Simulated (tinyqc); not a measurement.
Dopants and charged point defects at anneal temperature: Fermi-level effect, clustering and pairing: one step, computed by the program tinyqc.

Boltzmann statistics and full ionisation of active dopants. Energies are counted from the valence band; the defect (a vacancy or self-interstitial) has five charge states, with all degeneracy factors one.

Problem. Pairing in storage. An oppositely charged mobile impurity (density M) pairs with the dopant: pairs/free = Z (N_2/N_s) exp(E_b/k_B T_2) for M << N_2; capture radius R = e^2/(4 pi eps eps_0 k_B T_2); D_m = D_0 exp(-E_m/k_B T_2); association rate 4 pi R D_m N_2; dissociation rate = association rate/(pairs/free); tau = 1/(sum of both). Trapping slows long-range motion to D_m/(1 + pairs/free).

Inputs (values chosen for the exercise, with bands modelled on InP):

| quantity | value | unit |
|---|---|---|
| site density N_s | 4.7e+22 | cm^-3 |
| pair binding energy E_b | 0.89 | eV |
| pair configurations Z | 4 | - |
| storage temperature T_2 | 500 | K |
| impurity diffusion prefactor D_0 | 0.003 | cm^2/s |
| impurity migration energy E_m | 0.48 | eV |
| dielectric constant eps | 12.6 | - |
| active dopant density in the stored part N_2 | 3.8e+14 | cm^-3 |

Dopant: donor. Second part: pairing with a mobile impurity.

Constants: k_B = 8.617333262e-05 eV/K; e^2/(4 pi eps_0) = 14.39964548 eV angstrom.

Give: pairs/free; paired share; capture radius R; D_m; pairing time constant; effective diffusivity of the impurity.

Solution.

pairs/free = 30.24

paired share = 0.9680

capture radius R = 26.52 angstrom

D_m = 4.354e-08 cm^2/s

pairing time constant = 0.01755 s

effective diffusivity of the impurity = 1.394e-09 cm^2/s
